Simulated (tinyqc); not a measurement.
Kane-Mele model of a buckled honeycomb layer in a normal field, step by step. Values are carried at full precision from step to step, so a last printed digit may differ when a step is redone from the rounded ones.

Sublattices A and B lie at +/-b, so the field gives them the energies +/-D, D = e b Ez (in eV for b in angstrom and Ez in V/angstrom); 2 lam is the gap at zero field. Near the valleys tau = +/-1, for spin sz = +/-1: H = hbar v (tau qx sx + qy sy) + m sz_AB with m = D - tau sz lam, hbar v = (sqrt3/2) a t. On the lattice the spin-orbit term is the second-neighbour hopping i (lam/3 sqrt3) nu sz, nu = +/-1 by the sense of the turn. The filled band of one cone contributes tau sign(m)/2 to the Chern number, in the sense Omega = curl of i<u|grad u>. Rashba terms are left out.

Constants: hbar^2/2m0 = 3.80998211 eV angstrom^2.

Inputs chosen for the exercise (of the size used for germanene; not measured data): a = 4.04 angstrom (lattice constant); t = 1.38 eV (hopping); lam = 0.059 eV (spin-orbit half gap); b = 0.31 angstrom (half the buckling height); Ez = 0.023 V/angstrom (normal field at the atoms, after screening; 0.01 is 1 MV/cm, and gates reach some 0.05); q = 0.0033 1/angstrom (distance from K along x).

## The four Dirac masses

Form D, hbar v, and for each flavour m, the gap 2|m|, the band mass 2c|m|/(hbar v)^2 with c = hbar^2/2m0, and the share of the Chern number.

D = 7.130 meV
hbar v = 4.8283 eV angstrom

Flavours:
```
tau  sz  m (meV)  gap (meV)  mass (m0)  share of C
1     1  -51.870    103.740    0.01695        -0.5
1    -1   66.130    132.260    0.02162         0.5
-1    1   66.130    132.260    0.02162        -0.5
-1   -1  -51.870    103.740    0.01695         0.5
```

## Invariants

C(up) and C(down) are the sums over valleys; spin Chern number (C(up) - C(down))/2; valley number, the sum for tau = +1 less that for tau = -1; Z2 index |C(up)| mod 2; critical field lam/b.

C(up), C(down): [-1, 1]

spin Chern number = -1
valley number = 0
Z2 = 1
critical field = 0.1903 V/angstrom

|D| < lam: the masses of one spin have opposite signs in the two valleys, a quantum spin Hall insulator.

## Levels and curvature at distance q

E = sqrt(m^2 + (hbar v q)^2); curvature of the filled band Omega = tau (hbar v)^2 m/(2 E^3).

At q:
```
tau  sz  E (meV)  Omega (angstrom^2)
1     1   54.262               -3784
1    -1   68.022                2449
-1    1   68.022               -2449
-1   -1   54.262                3784
```

In each valley the two spins differ by 13.760 meV, with opposite order in the other valley.

## Checks

- Curvature formula against a plaquette: both -3784.

tinyqc: `OMP_NUM_THREADS=1 python tinyqc.py 1480548 1480549 out.jsonl`; about 0.01 s, one thread, shared Intel(R) Xeon(R) Processor @ 2.30GHz.
